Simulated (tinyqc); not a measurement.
Surface photovoltage measurement of the minority-carrier diffusion length in a wafer: one step, computed by the program tinyqc. Command: `OMP_NUM_THREADS=1 python tinyqc.py 3130421 3130422 out.jsonl spv walk`. One thread of a shared host (Intel(R) Xeon(R) Processor @ 2.30GHz), about 0.01 s of CPU time with the checks.

Low injection, steady light, a depletion layer much thinner than 1/alpha and L. The excess density dn is taken at the front edge of the neutral region; light that reaches the back is lost.

Question. The linear plot. alpha = (84.732/lambda - 76.417)^2 per cm with lambda in micrometre (an empirical fit for silicon between 0.7 and 1.05 micrometre). Thick wafer: dn = Phi L/((S_f + D/L)(L + 1/alpha)). Finite wafer, with s = S_b L/D, w = W/L, a = alpha L: dn = [Phi a/(a^2 - 1)] [a - B - exp(-alpha W)(a - s)/(cosh w + s sinh w)]/(S_f + B D/L), B = (sinh w + s cosh w)/(cosh w + s sinh w). Readings y = (Phi/dn) (1 + noise x g) at 780, 830, 880, 920, 950, 975 and 995 nm; a least-squares line y = c (1/alpha + L_app) gives L_app = intercept/slope.

Inputs (values chosen for the exercise, modelled on p-type silicon at room temperature):
```
quantity                            value        unit
diffusion length L                    170  micrometre
wafer thickness W                     525  micrometre
diffusivity D                        31.7      cm^2/s
front recombination velocity S_f      220        cm/s
back recombination velocity S_b       240        cm/s
photon flux entering              7.8e+12  1/(cm^2 s)
relative noise of each reading        0.2           %
```

normal deviates g for the noise: 0.05  1.26  -1.64  -1.26  -1.79  -1.08  -1.49

Give: the table «Readings» with the columns 1/alpha (micrometre), y (cm/s), line (cm/s), for lambda (nm) = 780, 830, 880, 920, 950, 975, 995; slope; apparent length L_app; error of L_app (rounded to 0.001).

Answer.

Readings:
```
lambda (nm)  1/alpha (micrometre)  y (cm/s)  line (cm/s)
780                          9.64    2196.4       2196.4
830                         15.18    2269.3       2262.8
880                         25.33    2379.3       2384.5
920                         40.66    2566.8       2568.3
950                         61.28    2812.9       2815.5
975                         90.92    3173.5       3170.8
995                        130.89    3650.0       3650.0
```

slope = 11.988 cm/(s micrometre)

apparent length L_app = 173.57 micrometre

error of L_app (rounded to 0.001) = 2.103 %

Without noise the error would be +1.3 %, from the finite thickness at W/L = 3.1. S_f scales all readings alike and leaves L_app unchanged.
